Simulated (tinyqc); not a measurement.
Inside a calculation. Method: CIS and TDHF on RHF in the sto-6g basis, for BeH2, spin multiplicity 1. One step of it, computed by the program tinyqc.

Problem. TDHF (RPA) singlet states. B(ia,jb) = 2 (ia|jb) - (ib|ja); the squared energies are the eigenvalues of (A - B)(A + B); 1 hartree = 27.211386 eV.

CIS matrix A, singlet (hartree), lower triangle:
```
           1>4       1>5        1>6        1>7        2>4       2>5       2>6        2>7
1>4   4.261029
1>5   0.000000  4.261031
1>6  -0.000690  0.000000   4.612301
1>7   0.000000  0.000000   0.000000   4.978775
2>4   0.037521  0.000000   0.000251   0.000000   0.395121
2>5   0.000000  0.037523   0.000000   0.000000   0.000000  0.395124
2>6   0.000242  0.000000  -0.002598   0.000000  -0.000343  0.000000  0.670928
2>7   0.000000  0.000000   0.000000   0.023093   0.000000  0.000000  0.000000   1.065395
3>4   0.000000  0.000000   0.000000   0.000051   0.000000  0.000000  0.000000   0.000177
3>5   0.000000  0.000000   0.000000   0.000000   0.000000  0.000000  0.000000   0.000000
3>6   0.000000  0.000000   0.000000  -0.014332   0.000000  0.000000  0.000000  -0.019612
3>7   0.000059  0.000000  -0.017886   0.000000  -0.000170  0.000000  0.004955   0.000000

           3>4       3>5       3>6       3>7
3>4   0.303522
3>5   0.000000  0.303524
3>6  -0.000585  0.000000  0.633224
3>7   0.000000  0.000000  0.000000  1.062598
```

Two-electron integrals over orbitals (pq|rs), unique and non-zero (hartree):
```
(11|11) 2.280496    (21|11) -0.197473   (21|21) 0.026757    (22|11) 0.486458
(22|21) -0.006477   (22|22) 0.396863    (31|31) 0.005996    (32|31) 0.013731
(32|32) 0.165104    (33|11) 0.455575    (33|21) -0.002419   (33|22) 0.410347
(33|33) 0.433356    (41|11) 0.001459    (41|21) -0.000181   (41|22) 0.000129
(41|33) 0.000072    (41|41) 0.016047    (42|11) -0.000587   (42|21) 0.000063
(42|22) 0.000381    (42|33) 0.000365    (42|41) 0.015026    (42|42) 0.048694
(43|31) -4.02e-06   (43|32) 0.000404    (43|43) 0.014470    (44|11) 0.570048
(44|21) -0.007470   (44|22) 0.367389    (44|33) 0.355066    (44|41) -0.000192
(44|42) -0.000878   (44|44) 0.450122    (51|51) 0.016046    (52|51) 0.015027
(52|52) 0.048694    (53|53) 0.014469    (54|51) -0.000118   (54|52) -0.000308
(54|54) 0.024260    (55|11) 0.570050    (55|21) -0.007469   (55|22) 0.367392
(55|33) 0.355067    (55|41) 0.000044    (55|42) -0.000261   (55|44) 0.401600
(55|55) 0.450117    (61|11) -0.192872   (61|21) 0.026942    (61|22) -0.006963
(61|33) -0.003787   (61|41) -0.000087   (61|42) 0.000137    (61|44) -0.004739
(61|55) -0.004737   (61|61) 0.027383    (62|11) 0.119732    (62|21) -0.007047
(62|22) -0.024191   (62|33) -0.046702   (62|41) 0.000133    (62|42) -0.000099
(62|44) 0.054224    (62|55) 0.054230    (62|61) -0.004936   (62|62) 0.078713
(63|31) -0.002190   (63|32) -0.094151   (63|43) -0.000329   (63|63) 0.082888
(64|11) 0.000516    (64|21) 0.000023    (64|22) 0.000144    (64|33) -0.000074
(64|41) 0.016416    (64|42) 0.047375    (64|44) -0.000256   (64|55) 0.000185
(64|61) 0.000130    (64|62) 0.000697    (64|64) 0.051449    (65|51) 0.016417
(65|52) 0.047382    (65|54) -0.000221   (65|65) 0.051455    (66|11) 0.486128
(66|21) -0.007273   (66|22) 0.396301    (66|33) 0.406879    (66|41) 0.000301
(66|42) 0.000893    (66|44) 0.368393    (66|55) 0.368402    (66|61) -0.007098
(66|62) -0.032351   (66|64) 0.000614    (66|66) 0.411293    (71|31) 0.011284
(71|32) 0.020149    (71|43) -0.000025   (71|63) -0.001581   (71|71) 0.021651
(72|31) 0.003601    (72|32) -0.045065   (72|43) -0.000392   (72|63) 0.061870
(72|71) 0.007336    (72|72) 0.057632    (73|11) 0.141294    (73|21) -0.004769
(73|22) -0.006180   (73|33) -0.021033   (73|41) -0.000021   (73|42) -0.000566
(73|44) 0.060188    (73|55) 0.060188    (73|61) -0.003358   (73|62) 0.074153
(73|64) 0.000234    (73|66) -0.024438   (73|73) 0.083251    (74|31) -0.000101
(74|32) -0.000962   (74|43) 0.013732    (74|63) 0.000558    (74|71) -0.000167
(74|72) 0.000145    (74|74) 0.016524    (75|53) 0.013734    (75|75) 0.016518
(76|31) 0.011171    (76|32) 0.143352    (76|43) 0.000457    (76|63) -0.094066
(76|71) 0.016681    (76|72) -0.055472   (76|74) -0.000833   (76|76) 0.140434
(77|11) 0.575542    (77|21) -0.008421   (77|22) 0.427022    (77|33) 0.445583
(77|41) 0.000032    (77|42) 0.000071    (77|44) 0.390167    (77|55) 0.390165
(77|61) -0.008602   (77|62) -0.034855   (77|64) -0.000260   (77|66) 0.435592
(77|73) -0.010489   (77|77) 0.487304
```

Give: TDHF matrix B, singlet; squared energies w^2; TDHF energies from the positive w^2.

Solution.

TDHF matrix B, singlet (hartree), lower triangle:
```
         1>4     1>5      1>6     1>7      2>4     2>5     2>6      2>7
1>4   0.0160
1>5   0.0000  0.0160
1>6  -0.0001  0.0000   0.0274
1>7   0.0000  0.0000   0.0000  0.0217
2>4   0.0150  0.0000   0.0001  0.0000   0.0487
2>5   0.0000  0.0150   0.0000  0.0000   0.0000  0.0487
2>6   0.0001  0.0000  -0.0049  0.0000  -0.0001  0.0000  0.0787
2>7   0.0000  0.0000   0.0000  0.0073   0.0000  0.0000  0.0000   0.0576
3>4   0.0000  0.0000   0.0000  0.0000   0.0000  0.0000  0.0000  -0.0002
3>5   0.0000  0.0000   0.0000  0.0000   0.0000  0.0000  0.0000   0.0000
3>6   0.0000  0.0000   0.0000  0.0002   0.0000  0.0000  0.0000   0.0496
3>7   0.0000  0.0000  -0.0051  0.0000  -0.0007  0.0000  0.0864   0.0000

         3>4     3>5     3>6     3>7
3>4   0.0145
3>5   0.0000  0.0145
3>6  -0.0003  0.0000  0.0829
3>7   0.0000  0.0000  0.0000  0.0833
```

squared energies w^2 (hartree^2): 0.0919  0.0919  0.1534  0.1535  0.3904  0.4381  1.1129  1.1310  18.1588  18.1588  21.2733  24.7895

TDHF energies from the positive w^2 (eV): 8.2498  8.2499  10.6594  10.6595  17.0017  18.0119  28.7064  28.9383  115.9562  115.9563  125.5071  135.4828
